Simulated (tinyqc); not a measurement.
Planar metal-insulator-metal capacitor: capacitance, non-linearity, leakage and relaxation: one step of the calculation.

A film between two metal electrodes, each interface adding a series capacitance ci. The small-signal permittivity is ek (1 + aq E^2); the field is found with the linear permittivity. Leakage J = J0 sinh(E/Ef). After a voltage step the film passes a relaxation current kr C V tt^(-nr), tt being the time in seconds.

Problem. Planar capacitance, field and non-linearity. Planar film: Cf = eps0 ek/t, 1/C = 1/Cf + 2/ci, EOT = 3.9 eps0/C, effective permittivity C t/eps0, E = (V/t) C/Cf; quadratic coefficient [C(V)/C - 1]/V^2 with Cf (1 + aq E^2) in C(V).

Values chosen for this exercise; permittivity of the order of that of silicon nitride:

| symbol | value | unit | meaning |
|---|---|---|---|
| ek | 6.68 |  | relative permittivity of the film |
| t | 15 | nm | film thickness |
| ci | 37 | uF/cm^2 | capacitance of each electrode interface (dead layer and screening) |
| aq | 0.0032 | cm^2/MV^2 | quadratic field coefficient of the permittivity |
| V | 1.9 | V | bias |
| J0 | 1.2e-11 | A/cm^2 | leakage prefactor |
| Ef | 0.17 | MV/cm | field for an e-fold rise of the leakage |

Constants: eps0 = 8.8541878128e-14 F/cm where lengths are in cm. Results are converted to the units shown.

Find: Cf; C; EOT; effective permittivity; E; quadratic coefficient; J.

Solution.

Cf = 0.39431 uF/cm^2
C = 0.38608 uF/cm^2
EOT = 8.9441 nm
effective permittivity = 6.5406
E = 1.2402 MV/cm
quadratic coefficient = 1334.9 ppm/V^2
J = 8.8418e-9 A/cm^2

The interfaces take 2.09 % of the voltage.

Numbers from tinyqc (`OMP_NUM_THREADS=1 python tinyqc.py 2102059 2102060 out.jsonl`; about 0.01 s on one thread of a shared Intel Xeon 2.30GHz).
